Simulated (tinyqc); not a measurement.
Inside a calculation. Model: Joule-heated wire on a substrate, fin equation.

Computed by the program tinyqc: `OMP_NUM_THREADS=1 python tinyqc.py 2520106 2520107 out.jsonl`, one thread of a shared Intel Xeon 2.30GHz, about 0.01 s for the whole run. Printed values are rounded.

A wire of length L loses heat along itself to two contacts and sideways to the substrate: kap A theta'' - g theta + p = 0 with theta = T - T0 and p(x) = p0 exp(-((x/L - x0)/sg)^2/2). Each end passes the heat flow theta/Rc to its contact. Constant conductivity, diffusive heat flow.

Inputs (values chosen for the exercise): temperature of substrate and contacts T0 = 293 K; conductivity along the wire kap = 23 W/(m K); cross-section A = 90 nm^2; conductance per length to the substrate g = 1.3 W/(m K); length between the contacts L = 200 nm; thermal resistance of each contact Rc = 12 K/uW; peak heating per length p0 = 0.076 uW/nm; place of the hot spot as a share of L x0 = 0.76; width of the hot spot as a share of L sg = 0.15.

## Healing length

LH = sqrt(kap A/g); far from the contacts uniform heating p0 would give theta = p0/g.

LH = 39.9037 nm
L/LH = 5.01206
p0/g = 58.4615 K

## The tridiagonal system

Nodes x_i = i h, h = L/10; box widths w_i = h (h/2 at the ends); c = kap A/h; equation of node i: -c theta_(i-1) + d_i theta_i - c theta_(i+1) = b_i with d_i = 2 c + g w_i, b_i = p(x_i) w_i; at the end nodes d = c + g h/2 + 1/Rc and the missing neighbour is dropped.

c = 0.1035 uW/K

| node | d (uW/K) | b (uW) |
|---|---|---|
| 0 | 0.199833 | 2.02490e-6 |
| 1 | 0.233 | 9.50327e-5 |
| 2 | 0.233 | 0.00142986 |
| 3 | 0.233 | 0.0137941 |
| 4 | 0.233 | 0.0853248 |
| 5 | 0.233 | 0.338405 |
| 6 | 0.233 | 0.860554 |
| 7 | 0.233 | 1.40314 |
| 8 | 0.233 | 1.46691 |
| 9 | 0.233 | 0.983296 |
| 10 | 0.199833 | 0.211308 |

## Temperature rise

Solve -c theta_(i-1) + d_i theta_i - c theta_(i+1) = b_i for nodes 0 to 10.

| node | theta (K) |
|---|---|
| 0 | 1.2344 |
| 1 | 2.3834 |
| 2 | 4.1301 |
| 3 | 6.9005 |
| 4 | 11.2711 |
| 5 | 17.6488 |
| 6 | 25.1903 |
| 7 | 30.7453 |
| 8 | 30.4668 |
| 9 | 23.6689 |
| 10 | 13.3163 |

The hottest node is 7, at 30.75 K above T0; a mesh of 800 steps gives a peak of 31.19 K, so the coarse value is 1.4 % below it. On the fine mesh 77.3 % of the heat leaves through the substrate and the rest through the contacts.
